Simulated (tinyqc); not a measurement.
Capture against temperature: configuration-coordinate model of carrier capture at a defect.

Two parabolas of equal curvature k in one coordinate Q: with the carrier free at the band edge, U_f = k Q^2/2; with the carrier trapped, U_t = k (Q - dQ)^2/2 - ET. ER = k dQ^2/2, Huang-Rhys factor S = ER/hw, hw = 0.0646541 sqrt(k/M) eV for k in eV/angstrom^2 and M in u. The curves cross at a height Eb = (ER - ET)^2/(4 ER) above the free minimum.

Multiphonon factor for giving p = ET/hw phonons to the lattice: W = exp(-S (2 nb + 1)) ((nb + 1)/nb)^(p/2) I_p(x), nb = 1/(exp(hw/kT) - 1), x = 2 S sqrt(nb (nb + 1)), I_p the modified Bessel function. Classical limit: W = hw exp(-Eb/kT)/sqrt(4 pi ER kT). At T = 0: exp(-S) S^p/Gamma(p + 1).

Constants: kB = 8.617333262e-05 eV/K.

Inputs chosen for the exercise (out of a larger set: of the size met at a vacancy centre in SiC; not measured data): ET = 0.83 eV (thermal depth of the level below the band edge); ER = 0.45 eV (relaxation energy); hw = 0.058 eV (phonon energy of the mode).

The local activation energy is -d ln W/d(1/kT), by central differences with T changed by 1 %.

Against T:

| T (K) | kT/hw | log10 W | log10 W, classical | activation energy (eV) |
|---|---|---|---|---|
| 40 | 0.059 | -1.939 | -10.489 | 0.0000 |
| 60 | 0.089 | -1.939 | -7.208 | 0.0000 |
| 80 | 0.119 | -1.938 | -5.586 | 0.0000 |
| 120 | 0.178 | -1.934 | -3.989 | 0.0006 |
| 160 | 0.238 | -1.921 | -3.209 | 0.0023 |
| 220 | 0.327 | -1.884 | -2.589 | 0.0072 |
| 300 | 0.446 | -1.818 | -2.167 | 0.0153 |
| 400 | 0.594 | -1.735 | -1.892 | 0.0247 |
| 550 | 0.817 | -1.635 | -1.686 | 0.0334 |

log10 W at T = 0 = -1.939
Eb = 0.0802 eV

What can be read from this table?

At 40 K log10 W is -1.94, against -1.94 at T = 0 and -10.5 classically; at 550 K the two forms differ by +0.05. The activation energy read from an Arrhenius plot goes from 0.000 eV at 40 K to 0.033 at 550 K, with its largest value 0.033 at 550 K, against Eb = 0.080 eV; the classical form itself gives Eb - kT/2. A measured slope therefore understates the barrier.

(tinyqc, `OMP_NUM_THREADS=1 python tinyqc.py 1451174 1451175 out.jsonl`, Intel(R) Xeon(R) Processor @ 2.30GHz, 1 thread, shared host, about 0.01 s.)
